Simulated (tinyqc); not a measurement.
# Absorption edge of a degenerate semiconductor, band filling against gap narrowing, step by step

Computed by the program tinyqc: `OMP_NUM_THREADS=1 python tinyqc.py 2330006 2330007 out.jsonl`, one thread of a shared Intel Xeon 2.30GHz, about 0.01 s for the whole run. Printed values are rounded.

n-type, parabolic bands, full ionisation. eta = (EF - Ec)/kB T solves N = Nc F12(eta), F12(x) = (2/sqrt(pi)) int_0^infinity sqrt(u)/(1 + exp(u - x)) du. The gap shrinks rigidly by dEg = a3 y^(1/3) + a4 y^(1/4) + a2 y^(1/2), y = N/1e18 cm^-3, an empirical law that is here taken as the true narrowing.

Parameters, values chosen for the exercise; band and dielectric values close to those of indium arsenide: temperature T = 400 K; band gap Eg = 0.35 eV; conduction-band density of states at 400 K, from me Nc = 1.36e17 cm^-3; electron mass me = 0.0231 m0; hole mass mh = 0.412 m0; ionised donor density N = 1.8e17 cm^-3; coefficient of (N/1e18)^(1/3) a3 = 16.7 meV; coefficient of (N/1e18)^(1/4) a4 = 2.3 meV; coefficient of (N/1e18)^(1/2) a2 = 1.9 meV.

Constants: q = 1.602176634e-19 C, kB = 1.380649e-23 J/K, h = 6.62607015e-34 J s, c = 299792458 m/s, Vt = kB T/q. Results are converted to the units shown.

Range of the model: Band tails, non-parabolic bands and incomplete ionisation are left out.

## Iteration 1: Fermi level

eta at the start (Boltzmann value) = 0.2803

Newton step on ln F12(eta) = ln(N/Nc): eta(new) = eta - ln(Nc F12/N) F12/Fm, Fm(x) = dF12/dx = (1/sqrt(pi)) int_0^infinity u^(-1/2)/(1 + exp(u - x)) du.

F12 = 0.9500439
Fm = 0.7157593
eta after iteration 1 = 0.7203727

## Course of the iteration

Stop when eta changes by less than 1e-9.

Course of the iteration:
```
iteration	eta	change
1	0.7203727	0.440
2	0.7398606	0.0195
3	0.7398999	3.93e-5
4	0.7398999	1.60e-10
```

Converged in 4 iterations.

## The optical edge

converged eta = 0.7398999

Vertical transitions need an empty final state: the edge is taken where the state lies 4 kB T below EF, E_opt = Eg - dEg + (1 + me/mh) max(eta - 4, 0) kB T; wavelength h c/(q E_opt).

dEg = 11.73340 meV
EF - Ec = 25.50386 meV
filling shift = 0 meV
E_opt = 0.3382666 eV
wavelength = 3665.281 nm

The edge lies 11.7 meV below the undoped gap: narrowing outweighs filling.
